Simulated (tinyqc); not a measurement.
## Trap density from two Hall measurements

Question. p-type body, charge-sheet picture, full ionisation (an idealisation for deep acceptors), Boltzmann statistics for free electrons. e = Ec - EF at the surface. psi = Eg - Vt ln(Nv/Na) - e; N_dep = sqrt(2 eps0 eps_r Na (psi - Vt)/q); n_f = sqrt(N_dep^2 + 2 eps0 eps_r Vt Nc exp(-e/Vt)/q) - N_dep; Vg = Vfb + psi + q (N_dep + n_t + n_f)/Cox, Cox = eps0 eox/tox. Find e and n_t at both points and the mean trap density between them.

Parameters, values chosen for the exercise; band and dielectric values close to those of silicon: temperature T = 300 K; band gap Eg = 1.14 eV; relative permittivity eps_r = 11.9; conduction-band density of states at T Nc = 2.76e19 cm^-3; valence-band density of states at T Nv = 2.66e19 cm^-3; relative permittivity of the insulator eox = 3.9; insulator thickness tox = 31 nm; acceptor density Na = 5.4e15 cm^-3; flat-band voltage without trapped charge Vfb = -0.83 V.

Constants: q = 1.602176634e-19 C, kB = 1.380649e-23 J/K, Vt = kB T/q, eps0 = 8.8541878128e-14 F/cm where lengths are in cm. Results are converted to the units shown.

Vg (V): [0.32951745, 0.59329063]
free sheet density from the Hall effect (cm^-2): [6.9639897e9, 7.7262583e10]

Answer. Each n_f fixes e; what the gate voltage holds beyond psi, N_dep and n_f is trapped; the difference quotient is the density, smeared over a few Vt.

e (eV): [0.207, 0.140]
n_t (cm^-2): [8.24e10, 1.38e11]
mean trap density = 8.36e11 cm^-2 eV^-1

Program tinyqc, `OMP_NUM_THREADS=1 python tinyqc.py 2222018 2222019 out.jsonl`; Intel Xeon 2.30GHz, shared host, one thread, about 0.03 s.
